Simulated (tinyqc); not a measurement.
Atomic layer deposition: Langmuir saturation, growth per cycle and coating of deep features: one step, computed by the program tinyqc.

Precursor A sticks only on free sites, so a long enough pulse saturates; co-reactant B then frees the sites again.

Problem. The first four cycles. One cycle from coverage th0: pulse A gives th1 = th_s + (th0 - th_s) exp(-(k_a + k_d) t), th_s = k_a/(k_a + k_d); the purge leaves th2 = th1 exp(-k_d t_p); pulse B converts c_B th2 into film and leaves th3 = (1 - c_B) th2. Growth = G c_B th2. Start from th0 = 0.

Inputs (values chosen for the exercise, modelled on aluminium oxide from trimethylaluminium and water):

| quantity | value | unit |
|---|---|---|
| growth per cycle at saturation G | 1 | angstrom |
| temperature T | 225 | C |
| pulse time t | 0.016 | s |
| co-reactant completion per pulse c_B | 0.9 | - |
| purge time t_p | 1.3 | s |

k_a = 90.73210 1/s

k_d = 7.773011e-06 1/s

Give: Cycles.

Solution.

Cycles:

| cycle | th0 | th1 | th2 | th3 | growth (angstrom) |
|---|---|---|---|---|---|
| 1 | 0.000000 | 0.76583 | 0.76582 | 0.076582 | 0.68924 |
| 2 | 0.076582 | 0.78376 | 0.78376 | 0.078376 | 0.70538 |
| 3 | 0.078376 | 0.78418 | 0.78418 | 0.078418 | 0.70576 |
| 4 | 0.078418 | 0.78419 | 0.78419 | 0.078419 | 0.70577 |
